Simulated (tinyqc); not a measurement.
Growth mode over temperature: epitaxial growth on a vicinal surface: Burton-Cabrera-Frank step flow, step-edge barrier and island nucleation. Computed by tinyqc, a small Python program. Command: `OMP_NUM_THREADS=1 python tinyqc.py 3002515 3002516 out.jsonl stepflow walk`. One thread of a shared host (Intel(R) Xeon(R) Processor @ 2.30GHz), about 0.01 s of CPU time with the checks.

Adatoms land at rate F, hop on a square grid (a simplification for hexagonal faces), desorb, or join steps. Lengths are in units of a and n is the adatom coverage. Steps ascend at x = 0 and descend at x = l.

Inputs (values chosen for the exercise, close to those used for Si(111)): site spacing a = 3.84 angstrom; step height h = 3.14 angstrom; diffusion barrier E_d = 1.12 eV; desorption energy E_a = 2.86 eV; adatom formation energy E_f = 1.16 eV; step-edge barrier E_s = 0 eV; attempt frequency nu = 10 THz; deposition rate F = 0.011 layers/s; miscut angle = 4 degrees; temperature T = 840 C; critical nucleus size i = 1.

Constants: k_B = 8.617333262e-05 eV/K.

Method:
- D = nu exp(-E_d/(k_B T)) (a^2/s, nu counted per direction); tau = exp(E_a/(k_B T))/nu; x_s = sqrt(D tau); n_eq = exp(-E_f/(k_B T)); terrace width l = h/(a tan(miscut)); Schwoebel length l_s = exp(E_s/(k_B T)) - 1.
- D n'' - n/tau + F = 0 with n(0) = n_eq and -l_s n'(l) = n(l) - n_eq. With u = n - F tau, A = n_eq - F tau, y = l/x_s, s = l_s/x_s: u = A cosh(x/x_s) + B sinh(x/x_s), B = A (1 - cosh y - s sinh y)/(sinh y + s cosh y). Flux into the ascending step J+ = D B/x_s, over the descending one J- = -(D/x_s)(A sinh y + B cosh y); step velocity J+ + J-; growth rate (J+ + J-)/l. For small y: J+ + J- = (F - n_eq/tau) l, J-/J+ = l/(l + 2 l_s).
- Island density on a flat surface without desorption: N = 0.25 (F/D)^(i/(i+2)) exp(E_i/((i+2) k_B T)) per site, with E_i = 0 for i = 1; spacing l_n = N^(-1/2). Step flow needs an effective width l_eff = 2 x(peak) below l_n.
- Temperatures in kelvin are T(C) + 273.15.
- x(peak) solves tanh(x/x_s) = -B/A. Rows where evaporation outweighs deposition are left out.

Scales:
```
T (C)  x_s (a)  l_s (a)  incorporated share  l_n (a)  l_eff/l_n
640      63333        0             1.00000    58.06    0.20140
690      35675        0             1.00000    65.67    0.17806
740      21267        0             0.99999    73.38    0.15936
790      13310        0             0.99992    81.14    0.14411
840       8688        0             0.99943    88.92    0.13151
890       5883        0             0.99653    96.68    0.12096
940       4114        0             0.98187   104.39    0.11202
990       2959        0             0.91693   112.04    0.10437
1040      2183        0             0.66105   119.60    0.09778
```

The ratio stays below 1: step flow in every row. Incorporation goes from 100.0 % to 66.1 %, as n_eq rises towards F tau or x_s falls below the terrace width: the window for smooth growth closes from above.

Extremes, crossings and ranges named in words are read from the listed rows.
